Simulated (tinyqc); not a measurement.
Five-level k.p model folded onto the conduction band, step by step. Values are carried at full precision from step to step, so a last printed digit may differ when a step is redone from the rounded ones.

Second-order sums for the lowest conduction level at E: 1/m = 1 + Cm + (Ep/3)(2/E + 1/(E + Dso)) - (Ep2/3)(2/(E7 + D2 - E) + 1/(E7 - E)); g/2 = 1 + Cg - (Ep/3)(1/E - 1/(E + Dso)) - (Ep2/3)(1/(E7 - E) - 1/(E7 + D2 - E)). E is counted from the top of the valence band; E = Eg at the edge.

Constants: hbar^2/2m0 = 3.80998211 eV angstrom^2.

Inputs chosen for the exercise (near those of GaAs; the results hold for these values, not for the real material): Eg = 1.557 eV (gap at Gamma to the s-like level); Dso = 0.354 eV (spin-orbit splitting); Ep = 26.5 eV (Kane energy); E7 = 4.52 eV (upper Gamma7 conduction level, from the valence top); D2 = 0.16 eV (its spin-orbit splitting, Gamma8 above Gamma7); Ep2 = 1.1 eV (Kane energy to the upper levels); Cm = -1.7 (remote term in 1/m); Cg = -0.02 (remote term in g/2); k = 0.088 1/angstrom (wave vector along z).

## Mass and g factor term by term

Evaluate at E = Eg.

Terms:
```
level,part of 1/m,part of g
free + remote,-0.7000,1.9600
Gamma8 valence,11.3466,-11.3466
Gamma7 valence,4.6224,9.2447
Gamma8 upper,-0.2348,0.2348
Gamma7 upper,-0.1237,-0.2475
```

m = 0.0671 m0
g = -0.155

The valence levels give 15.97 to 1/m and the upper levels take 0.36 away. In g the two valence terms nearly cancel when Dso is small against Eg; here Dso/Eg = 0.23 and they leave -2.102, the upper pair -0.013. This nearly cancels the free value 2, so 5 % in Ep moves g by about 0.1.

## The matrix at one k

For k along z and one spin sector the level c couples to four states. With c0 = hbar^2/2m0, P = sqrt(Ep c0), P2 = sqrt(Ep2 c0): diagonal Eg + (1 + Cm) c0 k^2 for c, and 0, -Dso, E7 + D2, E7 for lh, so, G8 up, G7 up (their own dispersion is left out); couplings of c: sqrt(2/3) P k to lh, sqrt(1/3) P k to so, sqrt(2/3) P2 k to G8 up, sqrt(1/3) P2 k to G7 up (phases chosen real).

Fill in the matrix.

H (eV), lower triangle:
```
,c,lh,so,G8 up,G7 up
c,1.53635
lh,0.72197,0
so,0.51051,0,-0.35400
G8 up,0.14709,0,0,4.68000
G7 up,0.10401,0,0,0,4.52000
```

## Exact folding onto c

Solve E = H_cc + S(E), S(E) = sum_j H_cj^2/(E - H_jj), from E = H_cc, by plain substitution and by Newton steps on E - H_cc - S(E). The weight of c in the state is Z = 1/(1 - dS/dE). The exact level is the third eigenvalue of H from below.

Iterates (eV):
```
step,substitution,Newton
0,1.53635,1.53635
1,2.00299,1.89608
2,1.89478,1.91199
3,1.91545,1.91201
4,1.91133,1.91201
5,1.91215,1.91201
6,1.91199,1.91201
7,1.91202,1.91201
```

exact level = 1.91201 eV
Z = 0.8349

Substitution multiplies the error by about dS/dE = 1 - 1/Z = -0.198 a step, so it alternates; after 7 steps it is off by 5.2e-06 eV, while Newton is within 1e-5 eV from step 3 on.

## Loewdin series

Expanding E = H_cc + S(E) about Eg in powers of k^2, with s_n = sum_j H_cj^2/(Eg - H_jj)^n: order k^2: e2 = (1 + Cm) c0 k^2 + s1; order k^4: e4 = -s2 e2; order k^6: e6 = s3 e2^2 + s2^2 e2.

Give each order and the partial sums, counted from Eg.

s1 (eV), s2 (no unit), s3 (1/eV); (1 + Cm) c0 k^2 is H_cc - Eg: 0.46058  0.28983  0.17431

e2, e4, e6 (eV): 0.43992  -0.12750  0.07069

partial sums (eV): 0.43992  0.31242  0.38311

The exact value is 0.35501 eV; the errors of the partial sums are +84.91, -42.59 and +28.10 meV.

## Checks

- Curvature of the exact level at small k against the sum for 1/m: both 14.910.

tinyqc: `OMP_NUM_THREADS=1 python tinyqc.py 1051559 1051560 out.jsonl`; about 0.01 s, one thread, shared Intel(R) Xeon(R) Processor @ 2.30GHz.
